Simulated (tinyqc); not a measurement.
From finite-size error back to dielectric constant eps: finite-size error of a charged defect in a periodic cell: Madelung and Makov-Payne terms. Computed by tinyqc, a small Python program. Command: `OMP_NUM_THREADS=1 python tinyqc.py 3000390 3000391 out.jsonl imagecharge inv`. One thread of a shared host (Intel(R) Xeon(R) Processor @ 2.30GHz), about 0.1 s of CPU time with the checks.

L is the cube root of the cell volume. The defect charge is a Gaussian, rho(r) = q (2 pi sigma^2)^(-3/2) exp(-r^2/2 sigma^2), repeated periodically in a uniform neutralising background and screened by a continuum. The model cell energy is E(L) = E_0 + [periodic - isolated electrostatic energy].

Inputs (values chosen for the exercise, with screening close to that of GaAs): charge q = 3 e; cell length L = 18.7 angstrom; width sigma of the defect charge = 1.8 angstrom; formation energy of the isolated defect E_0 = 5.624 eV.

Supercell lattice: fcc. Screening: isotropic.

Constants: e^2/(4 pi eps_0) = 14.39964548 eV angstrom.

Method. Periodic energy of the Gaussian: (2 pi q^2/V) sum_(G != 0) exp(-sigma^2 G^2)/(G.eps.G) x e^2/(4 pi eps_0), n_i = -k..k with k = max(9, L/sigma rounded up). Isolated energy: q^2/(2 sqrt(pi) sigma) <1/(n.eps.n)> e^2/(4 pi eps_0), the mean over directions n, here 1/eps.

Problem. A run gave the result below. Find the dielectric constant eps, known to lie between 8.1 and 15.

finite-size error = -0.7951069 eV

Solution.

Each step takes the trial c = (a f_b - b f_a)/(f_b - f_a), f being the result less the target and a, b, c the logarithms of the listed values; c replaces end b, the old b replaces a if the sign of f changed, and otherwise f_a is halved.

Scan of the range:
```
dielectric constant eps  finite-size error (eV)
8.10                                   -1.18579
8.98                                   -1.06959
9.95                                   -0.96532
11.00                                  -0.87317
12.20                                  -0.78729
13.50                                  -0.71147
15.00                                  -0.64033
```

False position (Illinois rule, in the logarithm of the input) inside the bracket:
```
step    end a    end b    trial  finite-size error (eV)
1     11.0000  12.2000  12.0855               -0.794744
2     11.0000  12.0855  12.0750               -0.795433
3     12.0855  12.0750  12.0800               -0.795107
4     12.0750  12.0800  12.0800               -0.795107
```

Finite-size error rises at every point of a 13-point scan of the range (every second point is shown), so one value fits; it is bracketed by 11.0 and 12.2. The scan shows a pure power law with exponent -1.000, so scaling from any one row also gives the answer directly. Answer: dielectric constant eps = 12.08.
